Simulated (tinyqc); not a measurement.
Chemical-mechanical planarisation: Preston law, pattern density and step-height reduction: one step, computed by the program tinyqc. Command: `OMP_NUM_THREADS=1 python tinyqc.py 3001570 3001571 out.jsonl cmp walk`. One thread of a shared host (Intel(R) Xeon(R) Processor @ 2.30GHz), about 0.01 s of CPU time with the checks.

A row of 10 cells, repeated periodically, holds raised features that cover a share rho of each cell.

Problem. Effective density. The stiff pad averages the density: rho_eff(i) = sum_j w_ij rho_j / sum_j w_ij, w = exp(-2 d^2/L^2), L the planarisation length and d the distance between cell centres, summed over all periodic images of cell j.

Inputs (values chosen for the exercise, close to those used for copper polishing): cell size = 1.3 mm; planarisation length = 2.1 mm.

local pattern densities, cell by cell: 0.25  0.4  0.7  0.8  0.3  0.5  0.6  0.9  0.25  0.25

Give: normalised weights (images included) for cells 0, 1, 2, ... apart; effective densities.

Solution.

normalised weights (images included) for cells 0, 1, 2, ... apart: 0.49393  0.22951  0.02303  0.00050  0.00000  0.00000

effective densities: 0.29539  0.44006  0.63420  0.64580  0.47712  0.49314  0.63086  0.65716  0.40744  0.26882

Local densities span 0.25 to 0.9, effective ones 0.269 to 0.657.
